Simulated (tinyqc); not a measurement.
Worked calculation: standing waves and exposure in a photoresist film. Values are carried at full precision from step to step, so a last printed digit may differ when a step is redone from the rounded ones.

Normal incidence from air. Unexposed resist: N1 = n1 + i k1 with k1 = (A + B) lam/(4 pi), lam in micrometres. r01 = (1 - N1)/(1 + N1), t01 = 2/(1 + N1). Below the resist lie the layer Na = na + i ka and the substrate Ns = ns + i ks: r12 = (r1a + ras x)/(1 + r1a ras x), x = exp(4 pi i Na da/lam), r1a = (N1 - Na)/(N1 + Na), ras = (Na - Ns)/(Na + Ns). With p = exp(2 pi i N1 d/lam), the field at depth z is E(z) = t01 [exp(2 pi i N1 z/lam) + r12 p^2 exp(-2 pi i N1 z/lam)]/(1 + r01 r12 p^2), the relative intensity I(z) = n1 |E(z)|^2 and the reflectance R = |(r01 + r12 p^2)/(1 + r01 r12 p^2)|^2.

Inputs chosen for the exercise (a resist on Cu, indices near tabulated ones; the results hold for these values, not for the real material): lam = 193 nm (vacuum wavelength); n1 = 1.668 (resist index); A = 0.08 1/micrometre (bleachable absorption (Dill A)); B = 1.19 1/micrometre (fixed absorption (Dill B)); d = 165 nm (resist thickness); ns = 0.957 (substrate n); ks = 1.36 (substrate k); na = 1.825 (n of the bottom antireflection layer); ka = 0.324 (its k); da = 36 nm (its thickness); C = 0.022 cm^2/mJ (exposure rate (Dill C)); D = 20 mJ/cm^2 (incident dose); Ld = 5 nm (diffusion length of the post-exposure bake).

## Interface coefficients

Form N1, r01, t01 and r12.

N1 = 1.66800+0.01951i
r01 = -0.2504-0.0055i
t01 = 0.7496-0.0055i
r12 = -0.2367-0.0246i
|r12|^2 = 0.0567

Next to the bottom the intensity swings by a factor ((1 + |r12|)/(1 - |r12|))^2 = 2.64 between antinode and node; without the layer |r12|^2 would be 0.2618.

## Round trip and reflectance

Form p^2, the denominator and R; the period of the standing wave is lam/(2 n1).

p^2 = 0.4850-0.6500i
1 + r01 r12 p^2 = 1.0335-0.0348i
R = 0.1533
period = 57.85 nm

The film holds 2.85 periods.

## Intensity and exposure over the lowest period

Nine depths from d - period to d. Without bleaching during the exposure the share of unexposed compound is m = exp(-C D I).

Profile:
```
z (nm)      I      m
107.1   0.466  0.815
114.4   0.533  0.791
121.6   0.754  0.718
128.8   0.996  0.645
136.1   1.113  0.613
143.3   1.032  0.635
150.5   0.798  0.704
157.8   0.544  0.787
165.0   0.414  0.833
```

I runs from 0.414 to 1.113 on these points, so m runs from 0.613 to 0.833; the least exposed point listed lies 0.0 nm above the bottom.

## Smoothing by the bake

Gaussian diffusion of length Ld multiplies a cosine of period L by exp(-2 pi^2 Ld^2/L^2). Give that factor, and the Ld that leaves 10 %.

factor = 0.863
Ld for 10 % = 19.76 nm

## Checks

- R against the transfer-matrix product: both 0.15331.

Program tinyqc; command `OMP_NUM_THREADS=1 python tinyqc.py 1680095 1680096 out.jsonl`; about 0.01 s on one thread of a shared Intel(R) Xeon(R) Processor @ 2.30GHz.
